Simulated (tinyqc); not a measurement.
From results back to parameters: free-carrier optics of a doped semiconductor (Drude model with one polar phonon). Five cases, with inputs chosen for the exercise.

Problem. The upper coupled mode solves E^4 - (wL^2 + Ep^2) E^2 + Ep^2 wT^2 = 0 with wL = wT sqrt(es/ei); N is hidden.

eps(E) = ei [1 - Ep^2/(E^2 + i E Gam)] + (es - ei) wT^2/(wT^2 - E^2 - i E gT), with Ep^2 = 8 pi c (e^2/(4 pi eps0)) N/(m ei), c = hbar^2/2m0, N in 1/angstrom^3 (1e-24 per 1/cm^3); Gam = hbar/tau, tau = mu m m0/e with m0/e = 5.685630e-12 kg/C and mu in m^2/(V s). Energies in meV.

Constants: hbar^2/2m0 = 3.80998211 eV angstrom^2; e^2/(4 pi eps0) = 14.39964547 eV angstrom.

Case 1.

Values chosen (mass and dielectric values near those of InSb; N and mu are free inputs; interband absorption and the rise of the mass with filling are left out; the results hold for these values, not for the real material): m = 0.0138 m0 (conductivity mass); ei = 15.71 (high-frequency dielectric constant); wT = 22.6 meV (TO phonon); es = 16.87 (static dielectric constant).

L+ = 24.0695 meV

Case 2.

Values chosen (mass and dielectric values near those of GaP; N and mu are free inputs; interband absorption and the rise of the mass with filling are left out; the results hold for these values, not for the real material): m = 0.376 m0 (conductivity mass); ei = 9.17 (high-frequency dielectric constant); wT = 45.4 meV (TO phonon); es = 11.18 (static dielectric constant).

L+ = 123.7681 meV

Case 3.

Values chosen (mass and dielectric values near those of GaN; N and mu are free inputs; interband absorption and the rise of the mass with filling are left out; the results hold for these values, not for the real material): m = 0.208 m0 (conductivity mass); ei = 5.45 (high-frequency dielectric constant); wT = 70.6 meV (TO phonon); es = 9.55 (static dielectric constant).

L+ = 189.6775 meV

Case 4.

Values chosen (mass and dielectric values near those of InP; N and mu are free inputs; interband absorption and the rise of the mass with filling are left out; the results hold for these values, not for the real material): m = 0.0869 m0 (conductivity mass); ei = 9.81 (high-frequency dielectric constant); wT = 37.5 meV (TO phonon); es = 12.78 (static dielectric constant).

L+ = 60.0744 meV

Case 5.

Values chosen (mass and dielectric values near those of GaAs; N and mu are free inputs; interband absorption and the rise of the mass with filling are left out; the results hold for these values, not for the real material): m = 0.0674 m0 (conductivity mass); ei = 11.21 (high-frequency dielectric constant); wT = 33.3 meV (TO phonon); es = 13.02 (static dielectric constant).

L+ = 39.5491 meV

Find: Ep; N; L-.

Solution. Ep^2 = L+^2 (L+^2 - wL^2)/(L+^2 - wT^2); the product of the roots gives L- = Ep wT/L+.

Case 1.

Ep = 16.15 meV
N = 4.10e+16 1/cm^3
L- = 15.16 meV

Case 2.

Ep = 121.64 meV
N = 3.70e+19 1/cm^3
L- = 44.62 meV

Case 3.

Ep = 177.83 meV
N = 2.60e+19 1/cm^3
L- = 66.19 meV

Case 4.

Ep = 53.96 meV
N = 1.80e+18 1/cm^3
L- = 33.68 meV

Case 5.

Ep = 30.81 meV
N = 5.20e+17 1/cm^3
L- = 25.94 meV

Computed by tinyqc, one run a case: `OMP_NUM_THREADS=1 python tinyqc.py N N+1 out.jsonl` with N = 1680827, 1680862, 1680871, 1680886, 1680972; one thread of a shared Intel(R) Xeon(R) Processor @ 2.30GHz, about 0.01 s a run at most.
